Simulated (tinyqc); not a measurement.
Free-carrier optics of a doped semiconductor (Drude model): one step. Optical constants. Two cases, with inputs chosen for the exercise.

Problem. Convert eps at the photon energy E (in meV) into the optical constants.

n + i k = sqrt(eps1 + i eps2) with k >= 0; R = ((n - 1)^2 + k^2)/((n + 1)^2 + k^2) at normal incidence from vacuum; alpha = 2 E k/(hbar c), times 1e8 for 1/cm; loss function Im(-1/eps) = eps2/(eps1^2 + eps2^2).

Constants: hbar c = 1973.269805 eV angstrom.

Case 1.

Values chosen (out of a larger set: mass and dielectric values near those of Si; N and mu are free inputs; interband absorption and the rise of the mass with filling are left out; not measured data): E = 226.5 meV (photon energy).

eps = 10.517840+0.455554i

Case 2.

Values chosen (out of a larger set: mass and dielectric values near those of Ge; N and mu are free inputs; interband absorption and the rise of the mass with filling are left out; not measured data): E = 95 meV (photon energy).

eps = 14.552634+0.101768i

Give: n; k; R; alpha.

Solution.

Case 1.

n = 3.2439
k = 0.0702
R = 0.2798
alpha = 1.61e+03 1/cm

Light of this energy penetrates 1/alpha = 6.2 micrometre.

Case 2.

n = 3.8148
k = 0.0133
R = 0.3418
alpha = 128 1/cm

Light of this energy penetrates 1/alpha = 77.9 micrometre.

Computed by tinyqc, one run a case: `OMP_NUM_THREADS=1 python tinyqc.py N N+1 out.jsonl` with N = 1652272, 1680943; one thread of a shared Intel(R) Xeon(R) Processor @ 2.30GHz, about 0.01 s a run at most.
